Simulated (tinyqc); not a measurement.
Rapid thermal processing of a wafer: radiative balance, ramp and cooling, pattern effects, pyrometer error and spike budget. Changing the period of the pattern. Computed by tinyqc, a small Python program. Command: `OMP_NUM_THREADS=1 python tinyqc.py 3112669 3112670 out.jsonl rtp sweep`. One thread of a shared host (Intel(R) Xeon(R) Processor @ 2.30GHz), about 0.06 s of CPU time with the checks.

The wafer is opaque and uniform through its thickness unless said otherwise; temperatures in formulas are in kelvin (C + 273.15). sigma = 5.670374419e-12 W/(cm^2 K^4).

Inputs (values chosen for the exercise, modelled on a hot silicon wafer):
```
quantity,value,unit
wafer thickness d,775,micrometre
heat capacity per volume C,2.27,J/(cm^3 K)
thermal conductivity k,0.21,W/(cm K)
emissivity eps of each face,0.59,-
reflectivity of the chamber walls r,0.17,-
"gas heat-transfer coefficient h, both faces together",3.7,mW/(cm^2 K)
wall temperature T_w,500,K
process temperature,670,C
ramp rate,54,K/s
relative change of absorptivity over a pattern,12,%
activation energy of the process E_a,3.66,eV
```

Constants: k_B = 8.617333262e-05 eV/K.

Method:
- Effective emissivity between parallel grey plates: eps_eff = 1/(1/eps + 1/(1 - r) - 1). Loss per area q(T) = 2 eps_eff sigma (T^4 - T_w^4) + h (T - T_w).
- Absorbed power during a ramp = q(T) + C d x ramp rate; thermal time constant tau = C d/(dq/dT), dq/dT = 8 eps_eff sigma T^3 + h; natural cooling rate q/(C d); front-to-back difference under one-sided heating at the end of the ramp = (absorbed power) d/(2 k).
- At steady state a sinusoidal change of absorbed power of relative amplitude a and period p gives the temperature amplitude a q/(dq/dT + k d (2 pi/p)^2); healing length l = sqrt(k d/(dq/dT)); process change = E_a dT/(k_B T^2). Emissivity is taken as unchanged.

One run for each value:
```
period of the pattern (mm),amplitude (K),change of the process rate (%)
0.3,1.0069e-03,4.8074e-03
0.71,5.6386e-03,2.6923e-02
1.7,3.2298e-02,1.5421e-01
4,1.7795e-01,8.4966e-01
9.5,9.7711e-01,4.6654e+00
22,4.5936e+00,2.1933e+01
53,1.5423e+01,7.3641e+01
130,2.6105e+01,1.2465e+02
300,2.9403e+01,1.4039e+02
```

Over the rows, amplitude (K) rises from 0.00101 to 29.4 (exponent d ln y / d ln x 2.0 between the first rows and 0.14 between the last); change of the process rate (%) rises from 0.00481 to 140 (exponent d ln y / d ln x 2.0 between the first rows and 0.14 between the last). At the low end the exponent of amplitude is 2.00, close to 2: conduction smooths short periods.
